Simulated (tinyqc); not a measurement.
What moves the count of states: density of states of one tight-binding band of a chain.

E(k) = -2 t cos(2 pi k) - 2 t2 cos(4 pi k); k in fractions of the reciprocal vectors, mesh k_i = j/N with j = 0 .. N-1. Densities are per cell and per spin, so the band holds one state.

Each interval of the mesh is a segment with E linear in k: n = (E - e1)/(e2 - e1), g = 1/(e2 - e1) between its end values.

Gaussian broadening: g(E) = mean over the mesh of exp(-(E - E_k)^2/(2 sigma^2))/(sigma sqrt(2 pi)), n(E) = mean of erfc((E_k - E)/(sigma sqrt 2))/2.

Parameters, chosen for this exercise: t = 1.45 eV (nearest hopping); t2 = 0.04 eV (second hopping); E = 1.87 eV (energy at which the density is wanted); sigma = 0.29 eV (Gaussian width).

Linear method and Gaussian sum with N = 400.

Results for these values:
```
case  n linear  g linear (1/eV)  n Gaussian  g Gaussian (1/eV)
base    0.7210           0.1543      0.7243             0.1605
```

What happens to each result for t = 1.595 eV, all else kept?

Answer: n linear falls from 0.7210 to 0.6961; g linear falls from 0.1543 to 0.1302; n Gaussian falls from 0.7243 to 0.6980; g Gaussian falls from 0.1605 to 0.1327.

The same for each parameter in turn:
```
case             n linear  g linear (1/eV)  n Gaussian  g Gaussian (1/eV)
base               0.7210           0.1543      0.7243             0.1605
t = 1.595 eV       0.6961           0.1302      0.6980             0.1327
E = 2.015 eV       0.7441           0.1642      0.7486             0.1764
sigma = 0.58 eV    0.7210           0.1543      0.7358             0.1724
t2 = 0.112 eV      0.7164           0.1758      0.7218             0.1882
```

Program tinyqc; command `OMP_NUM_THREADS=1 python tinyqc.py 1682720 1682721 out.jsonl`; about 0.01 s on one thread of a shared Intel(R) Xeon(R) Processor @ 2.30GHz.
